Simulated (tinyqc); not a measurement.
A ladder of methods, and size consistency: correlation methods against full CI in the 6-31g basis, for H2, spin multiplicity 1. Computed by the program tinyqc with PySCF. All electrons correlated; +Q is the Davidson correction (1 - c0^2) E_corr. The last columns treat two copies 100 angstrom apart as one system. FCI is the lowest singlet.

Geometry (angstrom):
```
atom       x       y       z
H     0.0000  0.0000  0.0000
H     0.0000  0.0000  0.7330
```

RHF energy of one = -1.126821 hartree

Correlation energies (hartree):
```
method   E_corr of one  share of FCI (%)  E_corr of two at 100 angstrom  two minus twice one (mhartree)
MP2          -0.017305           69.8917                      -0.034611                          0.0000
CISD         -0.024760          100.0000                      -0.048839                          0.6812
CISD+Q       -0.025111          101.4171                      -0.050162                          0.0601
CCSD         -0.024760          100.0000                      -0.049520                          0.0000
CCSD(T)      -0.024760          100.0000                      -0.049520                          0.0000
FCI          -0.024760          100.0000                              -                               -
```

What does the comparison show, and why?

MP2 recovers 70 %, CISD 100.0 % and CCSD 100.0 % of the FCI value (c0^2 = 0.986 in CISD). MP2 and coupled cluster are size consistent, so their last column vanishes; CISD loses 0.68 mhartree, since a double excitation on each copy is a quadruple of the pair, and the Davidson correction leaves +0.06. With two electrons, or one virtual orbital, CISD and CCSD are exact for one copy, so +Q overshoots there.
